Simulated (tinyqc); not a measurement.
CIS on RHF in the 6-31g basis, for He, spin multiplicity 1, step by step. One step of it, computed by the program tinyqc.

Problem. CIS matrix, singlets. A(ia,jb) = (e_a - e_i) d_ij d_ab + 2 (ia|jb) - (ij|ab).

orbital energies (hartree): [-0.914127, 1.399859]

Two-electron integrals over orbitals (pq|rs), unique and non-zero (hartree):
```
(11|11) 1.026907    (21|11) -0.316490   (21|21) 0.227670    (22|11) 0.858133
(22|21) -0.255554   (22|22) 0.766363
```

Give: CIS matrix A, singlet.

Solution.

CIS matrix A, singlet (hartree), order 1>2:
```
[[1.9112]]
```
